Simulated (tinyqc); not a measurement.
Six-band Luttinger-Kohn model with strain: sweeps and comparisons. A value that a table varies takes the place of the one given here.

Six-band Luttinger-Kohn model in the basis |3/2,3/2>, |3/2,1/2>, |3/2,-1/2>, |3/2,-3/2>, |1/2,1/2>, |1/2,-1/2>, electron energies, zero at the top of the unstrained valence band. H = -[rows: (P+Q, -S, R, 0, -S/r2, r2 R); (-S*, P-Q, 0, R, -r2 Q, r32 S); (R*, 0, P-Q, S, r32 S*, r2 Q); (0, R*, S*, P+Q, -r2 R*, -S*/r2); (-S*/r2, -r2 Q, r32 S, -r2 R, P+Dso, 0); (r2 R*, r32 S*, r2 Q, -S/r2, 0, P+Dso)], r2 = sqrt(2), r32 = sqrt(3/2). Levels are twofold.

P = c g1 k^2 - av tr(e); Q = c g2 (kx^2 + ky^2 - 2 kz^2) - (b/2)(exx + eyy - 2 ezz); R = c sqrt3 [-g2 (kx^2 - ky^2) + 2i g3 kx ky] + (sqrt3/2) b (exx - eyy) - i d exy; S = 2 c sqrt3 g3 (kx - i ky) kz - d (exz - i eyz); c = hbar^2/2m0, e the strain tensor (not engineering shear).

s11 = (C11 + C12)/((C11 - C12)(C11 + 2 C12)), s12 = -C12/((C11 - C12)(C11 + 2 C12)), s44 = 1/C44; exx = s11 sxx + s12 (syy + szz) and cyclic, exy = s44 sxy/2; tension is positive. A uniaxial stress X along the unit vector n is s_ij = X n_i n_j.

Constants: hbar^2/2m0 = 3.80998211 eV angstrom^2; kB = 8.617333262e-05 eV/K.

Parameters, chosen for this exercise (near those of GaP; shifted at random, so the results belong to these values and not to a real crystal): Dso = 0.081 eV (spin-orbit splitting); g1 = 4 (Luttinger gamma1); g2 = 0.49 (gamma2); g3 = 1.23 (gamma3); av = 1.7 eV (valence hydrostatic potential); b = -1.55 eV (tetragonal shear potential); d = -4.79 eV (trigonal shear potential); C11 = 142 GPa; C12 = 62.9 GPa; C44 = 67.6 GPa; load = biaxial (001) (kind of stress); X1 = 1.6 GPa (size of the stress); T = 250 K (temperature); E_h = 25 meV (hole energy below the top); X = 0.52 GPa (stress).

## Sweep of a biaxial (001) stress

Edges at k = 0 and curvature masses of the top pair along [110] and [001] (step 0.0002 1/angstrom); at zero stress the top is fourfold and has no single curvature.

Edges and masses:

| X (GPa) | top (eV) | second (eV) | third (eV) | splitting (meV) | m [110] | m [001] |
|---|---|---|---|---|---|---|
| -3.00 | 0.0207 | -0.0241 | -0.1919 | 44.8 | 0.223 | 0.331 |
| -2.00 | 0.0138 | -0.0263 | -0.1447 | 40.1 | 0.223 | 0.331 |
| -1.00 | 0.0069 | -0.0216 | -0.1044 | 28.5 | 0.223 | 0.331 |
| 0.00 | 0.0000 | 0.0000 | -0.0810 | 0.0 | - | - |
| 1.00 | 0.0394 | -0.0069 | -0.0754 | 46.3 | 0.312 | 0.179 |
| 2.00 | 0.0862 | -0.0138 | -0.0773 | 100.0 | 0.322 | 0.173 |
| 3.00 | 0.1356 | -0.0207 | -0.0816 | 156.3 | 0.326 | 0.170 |

What does this show, and why?

The splitting reaches 44.8 meV under compression and 156.3 meV under the same tension; linear shear terms alone would make the two equal, and the difference comes from the coupling to the split-off band. At the ends of the sweep the top pair has a mass along [110] of 0.223 under compression and 0.326 under tension, so compression gives the lighter holes along [110]; along [001] it has 0.331 and 0.170. The top edge itself moves by +21 and +136 meV. The ends of the sweep mean strains up to 2.0 %, beyond the range of linear deformation potentials.

## Which stress helps holes along [110]

Each load has size X1 (biaxial: sxx = syy); masses are curvatures of the top pair at k = 0.

Results:

| load | splitting (meV) | top edge (meV) | m [110] | m [001] |
|---|---|---|---|---|
| uniaxial [110], compression | 80.9 | 38.4 | 0.130 | 0.319 |
| uniaxial [110], tension | 37.3 | 42.6 | 0.539 | 0.226 |
| uniaxial [100], compression | 78.1 | 36.6 | 0.226 | 0.319 |
| uniaxial [100], tension | 36.7 | 41.5 | 0.266 | 0.223 |
| uniaxial [111], compression | 81.9 | 39.0 | 0.162 | 0.250 |
| uniaxial [111], tension | 37.4 | 42.9 | 0.361 | 0.250 |
| biaxial (001), compression | 36.7 | 11.0 | 0.223 | 0.331 |
| biaxial (001), tension | 78.1 | 67.1 | 0.319 | 0.174 |

What can be read from the table?

The lightest mass along [110] (0.130) comes with uniaxial [110], compression. The largest splitting (81.9 meV) comes with uniaxial [111], compression. The heaviest mass along [001] (0.331), which lowers the confinement energy in a (001) channel, comes with biaxial (001), compression. The splitting per GPa follows b (s11 - s12) for loads along cube axes and d s44 for [111]: here 2 |b| (s11 - s12) = 39.2 and |d| s44/sqrt3 = 40.9 meV per GPa in the limit of large Dso; where the splitting nears Dso, mixing with the split-off band makes it depend on the sign of the load.

## Thermally averaged conductivity mass under biaxial (001) stress

Non-degenerate holes: weights exp(E/kT) on a 16 x 16 x 16 grid of midpoints in the cube |k_i| < 0.2 1/angstrom; 1/m_c = <(dE/dk_u)^2>/(hbar^2 kT) along [110], over all six bands. With an unchanged scattering time the mobility goes as 1/m_c.

Averages:

| X (GPa) | share of the top pair | m_c (m0) | gain m_c(0)/m_c |
|---|---|---|---|
| -3.00 | 0.937 | 0.356 | 1.160 |
| -1.00 | 0.888 | 0.394 | 1.050 |
| 0.00 | 0.820 | 0.414 | 1.000 |
| 1.00 | 0.932 | 0.416 | 0.995 |
| 3.00 | 0.999 | 0.379 | 1.093 |

How do the results move?

The largest gain from mass alone is 1.16 at X = -3.00 GPa, where the top pair holds 94 % of the holes (82 % without stress); the opposite end of the sweep gives 1.09; the grid is good to about 0.02 in these ratios. The average reaches energies of a few kT, beyond the range of the edge curvature, and changes of scattering are left out. The ends of the sweep lie beyond the range of linear deformation potentials.

## Warping of the constant-energy contours (six-band Luttinger-Kohn model)

No strain (e = 0). In the plane kz = 0, |k| where the top and second pairs lie E_h below the top, against the angle from [100]; m = c k^2/E_h.

Contours:

| angle (degrees) | k top (1/angstrom) | k second (1/angstrom) | m top (m0) | m second (m0) |
|---|---|---|---|---|
| 0 | 0.0466 | 0.0368 | 0.331 | 0.206 |
| 9 | 0.0480 | 0.0363 | 0.352 | 0.201 |
| 18 | 0.0518 | 0.0354 | 0.409 | 0.191 |
| 27 | 0.0573 | 0.0345 | 0.500 | 0.182 |
| 36 | 0.0632 | 0.0340 | 0.609 | 0.176 |
| 45 | 0.0661 | 0.0338 | 0.666 | 0.174 |

What can be read from the table?

The heavy contour reaches 1.418 times as far along [110] as along [100], the light one 0.920 times. The warping follows g3 - g2 = 0.74 and would vanish for g2 = g3. Along [100] the heavy mass is 1/(g1 - 2 g2) = 0.331 at any energy, while the light one is 0.2062, against 1/(g1 + 2 g2) = 0.2008 at the edge, for E_h/Dso = 0.31.

## What each parameter does

Edges at k = 0 under a biaxial (001) stress X and the curvature mass of the top pair along [110] (step 0.0002 1/angstrom). Each row changes one parameter from the base and keeps the others.

Results:

| case | top (eV) | second (eV) | third (eV) | mass (m0) |
|---|---|---|---|---|
| base | 0.0190 | -0.0036 | -0.0766 | 0.302 |
| C11 = 170.4 GPa | 0.0147 | -0.0015 | -0.0763 | 0.298 |
| g2 = 0.392 | 0.0190 | -0.0036 | -0.0766 | 0.290 |
| g3 = 1.476 | 0.0190 | -0.0036 | -0.0766 | 0.302 |
| X = 0.624 GPa | 0.0233 | -0.0043 | -0.0762 | 0.304 |
| C44 = 54.08 GPa | 0.0190 | -0.0036 | -0.0766 | 0.302 |
| g1 = 4.8 | 0.0190 | -0.0036 | -0.0766 | 0.243 |
| b = -1.86 eV | 0.0219 | -0.0056 | -0.0775 | 0.304 |

What does this show?

The largest shifts from the base row, up to three for each result and ties (the steps differ in size, so this ranks the rows, not the parameters). top (eV): C11 -0.0043, X +0.0042, b +0.0029; unchanged at the printed digits by g2, g3, C44 and g1. second (eV): C11 +0.0021, b -0.0020, X -0.0007; unchanged at the printed digits by g2, g3, C44 and g1. third (eV): b -0.0009, X +0.0004, C11 +0.0003; unchanged at the printed digits by g2, g3, C44 and g1. mass (m0): g1 -0.059, g2 -0.012, C11 -0.004; unchanged at the printed digits by g3 and C44. The Luttinger parameters multiply k^2 and cannot move the edges; av shifts all edges alike and leaves the mass.

(tinyqc, `OMP_NUM_THREADS=1 python tinyqc.py 1050031 1050032 out.jsonl`, Intel(R) Xeon(R) Processor @ 2.30GHz, 1 thread, shared host, about 0.2 s.)
